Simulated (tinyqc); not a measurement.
Deformation potentials from a strained empirical pseudopotential: one step. Form factors, unstrained and under a volume change. Three cases, with inputs chosen for the exercise.

Problem. q^2 = n (2 pi/a)^2 a0^2 for the shells n = 3, 8, 11; for e = h 1, q^2 is divided by (1 + h)^2 and V by (1 + h)^3. Last column: the change divided by the relative change of volume, (1 + h)^3 - 1.

Diamond lattice, no spin-orbit coupling. Atomic form factor V(q) = a1 (q^2 - a2)/(a3 exp(a4 q^2) - 1) in rydberg with q in 1/bohr, for the unstrained cell. Under a strain e the reciprocal vectors and k go over into (1 + e)^(-1) G, the atoms sit at +/- tau with tau = (1 + e) a (1,1,1)/8 - zeta a (eyz, ezx, exy)/4, and H(G,G') = c |k + G|^2 delta + (V(q)/det(1 + e)) cos(q.tau), q = G - G', with the term q = 0 left out; c = hbar^2/2m0. The basis is fixed before straining: all G with |k + G|^2 up to 16 (2 pi/a)^2. k is given in units of 2 pi/a of the unstrained cell.

Constants: a0 (Bohr radius) = 0.5291772105 angstrom.

Case 1.

Values chosen (out of a larger set: near those of Si; not measured data): a = 5.435 angstrom (lattice constant); A = (0.536, 2.188, 2.054, 0.482) (a1 (Ry bohr^2), a2 (1/bohr^2), a3, a4 (bohr^2)); h = 0.001 (size of the test strain).

Case 2.

Values chosen (out of a larger set: near those of Si; not measured data): a = 5.42 angstrom (lattice constant); A = (0.531, 2.211, 2.079, 0.482) (a1 (Ry bohr^2), a2 (1/bohr^2), a3, a4 (bohr^2)); h = 0.001 (size of the test strain).

Case 3.

Values chosen (out of a larger set: near those of Si; not measured data): a = 5.421 angstrom (lattice constant); A = (0.533, 2.177, 2.063, 0.486) (a1 (Ry bohr^2), a2 (1/bohr^2), a3, a4 (bohr^2)); h = 0.004 (size of the test strain).

Give: Form factors.

Solution.

Case 1.

Form factors:

| n | q^2 (1/bohr^2) | V (Ry) | V expanded (Ry) | dV/(dVol/Vol) (Ry) |
|---|---|---|---|---|
| 3 | 1.12275 | -0.22579 | -0.22593 | -0.0461 |
| 8 | 2.99401 | 0.05613 | 0.05573 | -0.1339 |
| 11 | 4.11676 | 0.07416 | 0.07394 | -0.0745 |

Case 2.

Form factors:

| n | q^2 (1/bohr^2) | V (Ry) | V expanded (Ry) | dV/(dVol/Vol) (Ry) |
|---|---|---|---|---|
| 3 | 1.12898 | -0.22248 | -0.22261 | -0.0438 |
| 8 | 3.01060 | 0.05393 | 0.05354 | -0.1303 |
| 11 | 4.13958 | 0.07167 | 0.07145 | -0.0722 |

Case 3.

Form factors:

| n | q^2 (1/bohr^2) | V (Ry) | V expanded (Ry) | dV/(dVol/Vol) (Ry) |
|---|---|---|---|---|
| 3 | 1.12856 | -0.21742 | -0.21798 | -0.0472 |
| 8 | 3.00949 | 0.05612 | 0.05457 | -0.1288 |
| 11 | 4.13805 | 0.07252 | 0.07167 | -0.0705 |

Computed by tinyqc, one run a case: `OMP_NUM_THREADS=1 python tinyqc.py N N+1 out.jsonl` with N = 1850054, 1850247, 1850354; one thread of a shared Intel(R) Xeon(R) Processor @ 2.30GHz, about 0.3 s a run at most.
